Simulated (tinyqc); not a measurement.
Biaxial strain splits the top of the valence band: sp3s* tight binding, strained.

sp3s* tight binding, nearest neighbours only: anion (a) at 0, cation (c) at a/4 (1,1,1), orbitals s, px, py, pz, s* on each; k in units of 2 pi/a. With phases e_j = exp(i (pi/2) k.n_j) for n = (1,1,1), (1,-1,-1), (-1,1,-1), (-1,-1,1): g0 = (e1+e2+e3+e4)/4, g1 = (e1+e2-e3-e4)/4, g2 = (e1-e2+e3-e4)/4, g3 = (e1-e2-e3+e4)/4. The diagonal holds the levels Esa, Epa, Exa (s*) and Esc, Epc, Exc. Anion-cation block: <sa|sc> = Vss g0; <sa|xc> = Vsapc g1; <xa|sc> = -Vscpa g1; <xa|xc> = Vxx g0; <xa|yc> = <ya|xc> = Vxy g3, <xa|zc> = <za|xc> = Vxy g2, <ya|zc> = <za|yc> = Vxy g1; <s*a|xc> = Vxapc g1; <xa|s*c> = -Vpaxc g1; y and z take g2 and g3 in place of g1; s-s* and s*-s* vanish.

Strain e moves each bond vector to d = (1 + e) d0 (no internal displacement for the diagonal strains used here) and k is given in fractions of the strained reciprocal cell, so the phases stay. Two-centre values Vss_sigma = Vss/4, Vsp_sigma = sqrt3 V/4 for each s-p and s*-p pair, Vpp_sigma = (Vxx + 2 Vxy)/4, Vpp_pi = (Vxx - Vxy)/4 are scaled by (d0/d)^eta and combined with the new direction cosines; the levels on the diagonal stay.

Inputs chosen for the exercise (near a published set for Si, fitted to gaps, whose masses and valley positions are rough; shifted at random, so the results belong to these values and not to a real crystal):
- Esa = -4.213 eV (s level of the anion)
- Epa = 1.715 eV (p level of the anion)
- Esc = -4.213 eV (s level of the cation)
- Epc = 1.715 eV (p level of the cation)
- Exa = 6.696 eV (s* level of the anion)
- Exc = 6.696 eV (s* level of the cation)
- Vss = -8.275 eV (s-s)
- Vxx = 1.712 eV (px-px)
- Vxy = 4.579 eV (px-py)
- Vsapc = 5.741 eV (s anion, p cation)
- Vscpa = 5.741 eV (s cation, p anion)
- Vxapc = 5.365 eV (s* anion, p cation)
- Vpaxc = 5.365 eV (p anion, s* cation)
- eta = 3 (scaling exponent)
- D001 = 0.74 (ratio -ezz/exx)

No spin-orbit coupling; k = 0; exx = eyy = e, ezz = -D001 e. The four bonds keep equal lengths, and the sums over them give Vxx(e) for px and py and Vzz(e) for pz; each level is the lower root of [[Epa, V], [V, Epc]], and the s level the upper root of the s block. The shear potential b follows from E(x,y) - E(z) = 3 b (exx - ezz), taken as the slope between e = -0.005 and 0.005.

Couplings and levels at Gamma (eV):
```
e           ezz  Vxx(e)  Vzz(e)   E(x,y)     E(z)  E(x,y) - E(z) (meV)  upper s level
-0.020   0.0148  1.6447  1.9760   0.0703  -0.2610                331.3         4.2706
-0.010   0.0074  1.6794  1.8419   0.0356  -0.1269                162.5         4.1663
-0.005   0.0037  1.6960  1.7764   0.0190  -0.0614                 80.5         4.1141
0.005   -0.0037  1.7275  1.6486  -0.0125   0.0664                -78.9         4.0099
0.010   -0.0074  1.7425  1.5863  -0.0275   0.1287               -156.2         3.9578
0.020   -0.0148  1.7710  1.4648  -0.0560   0.2502               -306.2         3.8537
```

b = -3.053 eV

What does the comparison show, and why?

Under tension in the plane (e > 0) the bonds tilt towards the plane, Vxx grows to 1.7425 and Vzz falls to 1.5863 eV at e = 0.01, and the pz state forms the top of the valence band, by 156.2 meV; under compression (e = -0.01) the px, py pair does, by 162.5 meV. The slope gives b = -3.05 eV, a rough value, since on-site strain terms are left out (measured values lie near -2 eV).

Run: tinyqc, `OMP_NUM_THREADS=1 python tinyqc.py 1482051 1482052 out.jsonl`; Intel(R) Xeon(R) Processor @ 2.30GHz, one thread, shared host; about 0.1 s of CPU time with all checks.
